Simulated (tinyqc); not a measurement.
# Abrupt p-n junction, non-linear Poisson equation by Newton steps: capacitance and field against bias

One dimension, p side on the left, n side on the right; net doping C = -Na for x < 0 and +Nd for x > 0. The potential psi is counted from the intrinsic level, and the quasi-Fermi potentials are flat: 0 for holes and -V for electrons, so n = ni exp((psi + V)/Vt) and p = ni exp(-psi/Vt) (Boltzmann statistics, full ionisation, no current).

The Poisson equation d/dx(eps0 eps_r dpsi/dx) = -q (p - n + C) is solved on a mesh of more than 1000 nodes that ends in neutral material (psi_p = -Vt ln(Na/ni), psi_n = Vt ln(Nd/ni) - V). C_j = q d/dV of the integral of p over x, from the linearised equation. ni = sqrt(Nc Nv) exp(-Eg/(2 Vt)), Eg in volts. Depletion approximation: Vbi = Vt ln(Na Nd/ni^2), W = sqrt(2 eps0 eps_r (Vbi - V)(1/Na + 1/Nd)/q), xp = W Nd/(Na + Nd), xn = W Na/(Na + Nd), peak field 2 (Vbi - V)/W, capacitance eps0 eps_r/W. The last column applies it to an abrupt Na-Nd junction.

Parameters, values chosen for the exercise; band and dielectric values close to those of 4H silicon carbide: temperature T = 300 K; band gap Eg = 3.21 eV; relative permittivity eps_r = 9.86; conduction-band density of states at T Nc = 1.7e19 cm^-3; valence-band density of states at T Nv = 2.53e19 cm^-3; acceptor density of the p side Na = 7.1e16 cm^-3; donor density of the n side Nd = 3.1e15 cm^-3.

Constants: q = 1.602176634e-19 C, kB = 1.380649e-23 J/K, Vt = kB T/q, eps0 = 8.8541878128e-14 F/cm where lengths are in cm. Results are converted to the units shown.

Capacitance and field against bias:
```
V (V),peak |E| (kV/cm),C_j (nF/cm^2),1/C_j^2 (cm^4/uF^2),eps0 eps_r/C_j (nm),abrupt depletion C (nF/cm^2)
0,55.12,8.639,1.340e4,1011,8.559
-0.33,58.28,8.168,1.499e4,1069,8.101
-0.67,61.37,7.755,1.663e4,1126,7.698
-1,64.23,7.409,1.821e4,1178,7.359
-1.33,66.97,7.106,1.980e4,1229,7.062
-1.67,69.68,6.829,2.144e4,1278,6.790
-2,72.22,6.590,2.303e4,1325,6.554
```

With V going from 0 to -2 V, C_j falls from 8.64 to 6.59 nF/cm^2 and the peak field rises from 55.1 to 72.2 kV/cm. The slope of 1/C_j^2, read as N = 2/(q eps0 eps_r |slope|), gives 2.97e15 cm^-3 between the first two rows and 2.97e15 cm^-3 between the last two, against Na Nd/(Na + Nd) = 2.97e15 cm^-3; the slopes of all rows agree within 0.02 %, as for uniform doping at both edges. At the end C_j goes as (Vbi - V)^(-0.51) with Vbi = 2.84 V, and it is 0.54 % above the abrupt depletion formula (at the first row 0.93 % above it).

tinyqc, about 0.01 s, one thread, Intel Xeon 2.30GHz (shared host): `OMP_NUM_THREADS=1 python tinyqc.py 2000017 2000018 out.jsonl`
